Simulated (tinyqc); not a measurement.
Undoped symmetric double-gate MOSFET, analytic potential model: two steps of the calculation.

An undoped body of thickness ts between two equal insulators and tied gates; long channel, electrons only, n = ni exp((psi - V)/Vt) with V the quasi-Fermi potential (0 at the source, Vd at the drain), constant mobility, no quantisation. Across the body psi(x) = V - 2 Vt ln[(ts/(2 beta)) sqrt(q ni/(2 eps0 eps_r Vt)) cos(2 beta x/ts)], x from the centre. Q is the electron charge per area of the whole body.

Parameters, values chosen for the exercise; material values close to those of silicon: temperature T = 300 K; band gap Eg = 1.11 eV; relative permittivity of the semiconductor eps_r = 11.9; conduction-band density of states at T Nc = 2.78e19 cm^-3; valence-band density of states at T Nv = 2.67e19 cm^-3; relative permittivity of the gate insulator eox = 25.3; insulator thickness tox = 4.1 nm; body thickness ts = 5 nm; gate work function less that of the intrinsic body dphi = 0.03 V.

Constants: q = 1.602176634e-19 C, kB = 1.380649e-23 J/K, Vt = kB T/q, eps0 = 8.8541878128e-14 F/cm where lengths are in cm. Results are converted to the units shown.

Task 1. Constants of the body. ni = sqrt(Nc Nv) exp(-Eg/(2 Vt)), Eg in volts; r = eps_r tox/(eox ts); V0 = dphi + 2 Vt ln[(2/ts) sqrt(2 eps0 eps_r Vt/(q ni))].

Wanted: ni; r; V0.

Result 1.

ni = 1.293e10 cm^-3
r = 0.3857
V0 = 0.5434 V

Task 2. Potential and electron density across the body at the source. psi(x) as above with V = 0 and beta = beta_s; n = ni exp(psi/Vt).

x/ts, point 0 to 6: 0  0.1  0.2  0.3  0.4  0.45  0.5
beta_s = 0.94419393
ni = 1.2932676e10 cm^-3

Give: psi; n.

Result 2.

```
point  psi (V)  n (cm^-3)
0       0.5104   4.850e18
1       0.5113   5.027e18
2       0.5142   5.613e18
3       0.5192   6.812e18
4       0.5268   9.151e18
5       0.5319   1.113e19
6       0.5380   1.410e19
```

The density at the surface is 2.91 times that at the centre (1/cos^2 beta). It reaches 0.51 Nc, where Boltzmann statistics overestimate it.

tinyqc, about 0.03 s, one thread, Intel Xeon 2.30GHz (shared host): `OMP_NUM_THREADS=1 python tinyqc.py 2440171 2440172 out.jsonl`
